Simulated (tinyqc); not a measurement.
Changing the field F: Haynes-Shockley experiment: drift, diffusion and decay of a minority-carrier pulse. Computed by tinyqc, a small Python program. Command: `OMP_NUM_THREADS=1 python tinyqc.py 3111011 3111012 out.jsonl haynes sweep`. One thread of a shared host (Intel(R) Xeon(R) Processor @ 2.30GHz), about 0.04 s of CPU time with the checks.

A thin sheet of excess carriers is made at x = 0, t = 0 in a long uniform bar; injection is low, so the pulse moves with the minority mobility.

Inputs (values chosen for the exercise, modelled on electrons in p-type germanium in a lightly doped bar):
```
quantity                       value         unit
minority mobility mu            4220   cm^2/(V s)
lifetime tau                      52  microsecond
temperature T                    330            K
distance d to the collector     0.48           cm
injected sheet density N0    1.7e+09       1/cm^2
```

Constants: k_B = 8.617333262e-05 eV/K.

Method:
- D = mu k_B T/e, v = mu F.
- Transit time d/v, diffusion length sqrt(D tau), drift length v tau, Peclet number v d/D = e F d/(k_B T).
- dn(x, t) = N0/sqrt(4 pi D t) exp(-(x - v t)^2/(4 D t) - t/tau).
- At fixed x the signal peaks where d ln(dn)/dt = 0: a t^2 + t/2 - x^2/(4 D) = 0 with a = v^2/(4 D) + 1/tau.
- The full width at half maximum is found by solving dn(x, t) = peak/2 on both sides of the peak.
- With w the full width at half maximum: mu = d/(F t_p); D = (w d)^2/(16 ln2 t_p^3); Einstein ratio D/mu against k_B T/e.

One run for each value; columns: (1) field F (V/cm); (2) time of the peak t_p (microsecond); (3) width at half maximum (microsecond); (4) peak density (1/cm^3); (5) error of mu (%):
```
(1)       (2)     (3)         (4)     (5)
4.3    25.737  10.038  5.1891e+09  2.7792
6.8    16.491   5.127  7.8050e+09  1.4340
11.0   10.263   2.510  1.1188e+10  0.7540
17.0    6.662   1.311  1.4901e+10  0.4387
27.0    4.202   0.656  1.9683e+10  0.2552
42.0    2.704   0.338  2.5262e+10  0.1558
66.0    1.722   0.172  3.2268e+10  0.0958
100.0   1.137   0.092  4.0165e+10  0.0619
```

Over the rows, time of the peak t_p (microsecond) falls from 25.7 to 1.14 (exponent d ln y / d ln x about -0.99 throughout); width at half maximum (microsecond) falls from 10.0 to 0.0922 (exponent d ln y / d ln x about -1.5 throughout); peak density (1/cm^3) rises from 5.19e9 to 4.02e10 (exponent d ln y / d ln x 0.89 between the first rows and 0.53 between the last). The exponent of time of the peak t_p stays between -1.00 and -0.97, near -1: pure drift, t = d/(mu F). The exponent of width at half maximum stays between -1.50 and -1.47, near -1.5: sqrt(D t)/v with t = d/v.

Extremes, crossings and ranges named in words are read from the listed rows.
